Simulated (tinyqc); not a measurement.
Thermoelectric coefficients of a parabolic band, Landauer integrals: two steps of the calculation.

Bulk parabolic band, x = (E - Ec)/kB T, C = hbar^2/(2 m0), kB T in eV. Modes per area gv m kB T x/(4 pi C) times the back-scattering length l0 x^rr give the transport function s0 X(x), s0 = (2 q^2/h) gv m kB T l0/(4 pi C), X = x^(1 + rr). I_k = int X (x - eta)^k w dx, w = 1/(4 cosh^2((x - eta)/2)).

Inputs (values chosen for the exercise):
- T = 300 K (temperature)
- m = 0.12 m0 (mass of one valley)
- gv = 2 (valleys)
- l0 = 4.8 nm (back-scattering length at x = 1)
- rr = 0 (energy exponent of that length)
- eta = 3 (reduced Fermi level (EF - Ec)/kB T)
- xa = 0 (lower end of the grid)
- xe = 15 (upper end of the grid)
- nE = 17 (points of the grid)

Constants: q = 1.602176634e-19 C, kB = 1.380649e-23 J/K, hbar = 1.054571817e-34 J s, h = 6.62607015e-34 J s, m0 = 9.1093837015e-31 kg, Vt = kB T/q, hbar^2/(2 m0) = 0.0380998212 eV nm^2. Results are converted to the units shown.

Problem 1. The three integrals on a coarse grid. Simpson's rule on nE equally spaced points from xa to xe.

Give: x; X; w; X w; I_0, I_1, I_2 on this grid.

Solution 1.

```
point      x       X         w       X w
0       0.00       0   0.04518         0
1       0.94  0.9375    0.1001   0.09382
2       1.88   1.875    0.1850    0.3469
3       2.81   2.812    0.2478    0.6970
4       3.75   3.750    0.2179    0.8171
5       4.69   4.688    0.1317    0.6175
6       5.62   5.625   0.06298    0.3543
7       6.56   6.562   0.02682    0.1760
8       7.50   7.500   0.01087   0.08150
9       8.44   8.438  0.004313   0.03639
10      9.38   9.375  0.001698   0.01592
11     10.31   10.31  6.663e-4  0.006871
12     11.25   11.25  2.611e-4  0.002938
13     12.19   12.19  1.023e-4  0.001247
14     13.12   13.12  4.006e-5  5.258e-4
15     14.06   14.06  1.569e-5  2.206e-4
16     15.00   15.00  6.144e-6  9.216e-5
```

I_0, I_1, I_2 on this grid: 3.048  3.041  11.18

Problem 2. Coefficients of the electrons. sigma = s0 I_0, S = -(kB/q) I_1/I_0, Lorenz number L = (kB/q)^2 [I_2/I_0 - (I_1/I_0)^2], kappa_e = L sigma T.

converged I_0, I_1, I_2: 3.0485874  3.0457446  11.193949

Give: s0; sigma; S; L; kappa_e.

Solution 2.

s0 = 48.196 S/cm
sigma = 146.93 S/cm
S = -86.093 uV/K
L = 1.9855 x 1e-8 V^2/K^2
kappa_e = 0.087516 W/(m K)

L is 19 % below the Sommerfeld value (pi^2/3)(kB/q)^2 = 2.443e-8 V^2/K^2.

Range of the model: Parabolic bands, elastic scattering and a fixed kL make these model figures, not those of a material.

Computed by the program tinyqc: `OMP_NUM_THREADS=1 python tinyqc.py 2800006 2800007 out.jsonl`, one thread of a shared Intel Xeon 2.30GHz, about 0.08 s for the whole run.
